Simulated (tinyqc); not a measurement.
# n-type polysilicon, carrier trapping at grain boundaries: effect of the temperature

One-dimensional grains of size Lg, uniform ionised doping N, monovalent traps Qt at each boundary at a depth Et below (for electrons) or above (for holes) the band edge there, abrupt depletion of width W on each side of a boundary, Boltzmann statistics. xi is the distance from the band edge at the grain centre to the Fermi level. Trapped charge Qt/(1 + exp((xi + VB - Et)/Vt)) = 2 N W, barrier VB = q N W^2/(2 eps0 eps_r).

NB is given at 400 K and scales as (T/400 K)^1.5. If the trap equation with xi = Vt ln(NB/N) has a root W < Lg/2, the grain is partly depleted; otherwise W = Lg/2 and the trap equation gives xi = Et - VB + Vt ln(Qt/(N Lg) - 1). N* = Qt/Lg. n0 = NB exp(-xi/Vt); mean density n0 (1 - 2 W/Lg) by charge balance in a partly depleted grain, and n0 (sqrt(pi)/2) erf(u)/u with u = sqrt(VB/Vt) in a fully depleted one; v = sqrt(kB T/(2 pi ms m0)); barrier resistivity Vt exp(VB/Vt)/(q fe n0 v Lg); grain resistivity (1 - 2 W/Lg)/(q n0 mug); effective mobility 1/(q mean density total resistivity). Rows with xi above 0.45 V, towards mid-gap, are left out, since the other carrier type is ignored.

Parameters, values chosen for the exercise; values of the order met in polycrystalline silicon:
- eps_r = 11.7 (relative permittivity)
- NB = 4.31e19 cm^-3 (conduction-band density of states at the reference temperature)
- Lg = 130 nm (grain size)
- Qt = 2.6e12 cm^-2 (trap density of a grain boundary)
- Et = 0.32 eV (depth of the trap level from the majority band edge at the boundary)
- ms = 0.39 m0 (mass for thermionic emission)
- fe = 0.25 (correction factor of the emission rate)
- mug = 210 cm^2/(V s) (mobility inside the grains)
- N = 2.2e17 cm^-3 (doping)

Constants: q = 1.602176634e-19 C, kB = 1.380649e-23 J/K, m0 = 9.1093837015e-31 kg, Vt = kB T/q, eps0 = 8.8541878128e-14 F/cm where lengths are in cm. Results are converted to the units shown.

The same in every row: N/N* = 1.1000.

Results:
```
T (K)	depleted share 2 W/Lg	VB (V)	xi (V)	mean density (cm^-3)	resistivity (ohm cm)	effective mobility (cm^2/(V s))
200	0.57495	0.23761	0.073039	9.3510e16	41555	0.0016062
240	0.55051	0.21783	0.093303	9.8889e16	1758.1	0.035900
280	0.52490	0.19804	0.11443	1.0452e17	185.75	0.32148
360	0.47036	0.15902	0.15882	1.1652e17	9.7319	5.5041
400	0.44144	0.14007	0.18192	1.2288e17	3.5953	14.128
440	0.41145	0.12168	0.20553	1.2948e17	1.6505	29.207
```

Estimate the missing row, T = 320 K.

Computed row:
```
T (K)	depleted share 2 W/Lg	VB (V)	xi (V)	mean density (cm^-3)	resistivity (ohm cm)	effective mobility (cm^2/(V s))
320	0.49818	0.17839	0.13630	1.1040e17	34.959	1.6172
```

With this row back in the table: As T goes from 200 to 440, VB falls from 0.238 to 0.122 V, the resistivity falls from 41600 to 1.65 ohm cm and the effective mobility rises from 0.00161 to 29.2 cm^2/(V s). The activation energy kB ln(rho1/rho2)/(1/T1 - 1/T2) is 0.327 eV between the first two rows and 0.295 eV between the last two; mug is held fixed.

tinyqc, about 0.01 s, one thread, Intel Xeon 2.30GHz (shared host): `OMP_NUM_THREADS=1 python tinyqc.py 2830174 2830175 out.jsonl`
